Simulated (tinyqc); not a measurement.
Two-junction solar cell, detailed-balance limit: two steps of the calculation.

The top cell takes all photons above E1, the bottom cell those between E2 and E1. Each cell follows J = Jsc - J0 (exp(V/Vt) - 1) with J0 = q ge Phi(gap, T)/ERE; light emitted by one cell and absorbed by the other is left out. In series both carry one current; wired apart (four terminals) each works at its own maximum power point. Efficiencies are counted against Pin = fs X sigma Ts^4.

Parameters, values chosen for the exercise:
- T = 280 K (cell temperature)
- Ts = 5778 K (temperature of the black-body sun)
- fs = 2.16e-5 (share of the hemisphere filled by the sun)
- X = 1 (concentration)
- ERE = 1 (external radiative efficiency)
- ge = 2 (number of faces that emit)
- E2 = 1.02 eV (gap of the bottom cell)
- E1 = 1.79 eV (gap of the top cell)

Constants: q = 1.602176634e-19 C, kB = 1.380649e-23 J/K, h = 6.62607015e-34 J s, c = 299792458 m/s, Vt = kB T/q. Results are converted to the units shown.

Problem 1. Photocurrents and dark currents. Photon flux above E from a black body at temperature T into a hemisphere: Phi(E, T) = A sum_k exp(-k E/th)[E^2 th/k + 2 E th^2/k^2 + 2 th^3/k^3], k = 1, 2, ..., with th = kB T/q in eV and A = 2 pi q^3/(h^3 c^2). J1 = q fs X Phi(E1, Ts), J2 = q fs X [Phi(E2, Ts) - Phi(E1, Ts)], J01 and J02 as above; sigma = 2 pi^5 kB^4/(15 h^3 c^2).

Wanted: J1; J2; J01; J02; Pin.

Solution 1.

J1 = 25.91 mA/cm^2
J2 = 32.67 mA/cm^2
J01 = 1.521e-26 mA/cm^2
J02 = 3.645e-13 mA/cm^2
Pin = 136.5 mW/cm^2

The top cell limits the series current; the other has 26 % more.

Problem 2. Maximum power, in series and apart. In series V(J) = Vt [ln((J1 - J)/J01 + 1) + ln((J2 - J)/J02 + 1)], and J V(J) is largest where V = J Vt [1/(J1 - J + J01) + 1/(J2 - J + J02)]. Apart, each cell has (1 + v) exp(v) = 1 + Jsc/J0 at its maximum power point, v = Vmp/Vt.

J1 = 25.913776 mA/cm^2
J2 = 32.673163 mA/cm^2
J01 = 1.5205609e-26 mA/cm^2
J02 = 3.6451944e-13 mA/cm^2
Pin = 136.51351 mW/cm^2

Find: series Jmp; series Vmp; series efficiency; top cell alone; bottom cell behind it.

Solution 2.

series Jmp = 25.613 mA/cm^2
series Vmp = 2.1436 V
series efficiency = 40.219 %
top cell alone = 26.397 %
bottom cell behind it = 16.036 %

Wired apart the cells give 42.43 %; the series connection loses 2.2 points of that.

Computed by the program tinyqc: `OMP_NUM_THREADS=1 python tinyqc.py 2820119 2820120 out.jsonl`, one thread of a shared Intel Xeon 2.30GHz, about 0.01 s for the whole run.
